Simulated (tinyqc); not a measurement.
Tight binding, honeycomb lattice, step by step. One step of it, computed by the program tinyqc.

Task: Levels at k. Diagonalise the Hermitian matrix.

H(k) at k (eV):
```
                    A                   B
A            0.262537  1.320116-0.094597i
B  1.320116+0.094597i            0.262537
```

Give: eigenvalues; weights |c|^2 of the basis functions.

Result:

eigenvalues (eV): -1.061  1.586

weights |c|^2 of the basis functions:
```
   band 1  band 2
A   0.500   0.500
B   0.500   0.500
```
